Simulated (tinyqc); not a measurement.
Gain against bias and Miller's formula: avalanche multiplication and breakdown of a junction from ionisation integrals. Computed by tinyqc, a small Python program. Command: `OMP_NUM_THREADS=1 python tinyqc.py 3008691 3008692 out.jsonl impact walk`. One thread of a shared host (Intel(R) Xeon(R) Processor @ 2.30GHz), about 0.01 s of CPU time with the checks.

Ionisation coefficients follow the local field. Position x runs through the depletion layer from the p side (x = 0), where electrons enter, to the n side (x = w), where holes enter. The built-in voltage is neglected.

Inputs (values chosen for the exercise, modelled on silicon):

| quantity | value | unit |
|---|---|---|
| electron prefactor a_n | 642000 | 1/cm |
| electron field b_n | 1.24e+06 | V/cm |
| hole prefactor a_p | 1.65e+06 | 1/cm |
| hole field b_p | 2.1e+06 | V/cm |
| exponent c | 1 | - |
| permittivity eps | 11.7 | - |
| doping gradient a | 2.4e+19 | 1/cm^4 |

Junction: linearly graded.

Constants: e = 1.602176634e-19 C; eps_0 = 8.8541878128e-12 F/m.

Method:
- alpha_n = a_n exp(-(b_n/F)^c), alpha_p = a_p exp(-(b_p/F)^c).
- Field F = F_m [1 - (2x/w - 1)^2], w = sqrt(8 eps eps_0 F_m/(e a)), V = (2/3) F_m w.
- With Phi(x) = int_0^x (alpha_n - alpha_p) dx': 1 - 1/M_n = I_n = int_0^w alpha_n exp(-Phi) dx and M_p = M_n exp(-Phi(w)); trapezoid rule on 401 even points; breakdown at I_n = 1.
- Solve I_n(F_m) = 1.
- Miller's exponent n is defined by 1 - 1/M = (V/V_B)^n for the larger M.

breakdown voltage = 151.649 V

critical field F_m = 0.288482 MV/cm

Gain:

| V/V_B | V (V) | F_m (MV/cm) | M_n | M_p | Miller exponent n |
|---|---|---|---|---|---|
| 0.50 | 75.82 | 0.18173 | 1.145 | 1.003 | 2.9809 |
| 0.60 | 90.99 | 0.20522 | 1.394 | 1.012 | 2.4741 |
| 0.70 | 106.15 | 0.22743 | 1.948 | 1.044 | 2.0192 |
| 0.80 | 121.32 | 0.24861 | 3.294 | 1.147 | 1.6212 |
| 0.90 | 136.48 | 0.26891 | 7.882 | 1.568 | 1.2876 |
| 0.95 | 144.07 | 0.27878 | 17.511 | 2.512 | 1.1464 |
| 0.98 | 148.62 | 0.28462 | 46.773 | 5.437 | 1.0697 |
| 0.99 | 150.13 | 0.28656 | 95.667 | 10.344 | 1.0455 |

The larger gain passes 2 between 0.700 and 0.800 of V_B and reaches 95.7 at 0.99. Miller's exponent runs from 1.0 to 3.0, so it is not a constant: a fit holds over a narrow range only. From the first row to the last the voltage grows by a factor 1.98 and the peak field by 1.58.

Extremes, crossings and ranges named in words are read from the listed rows.
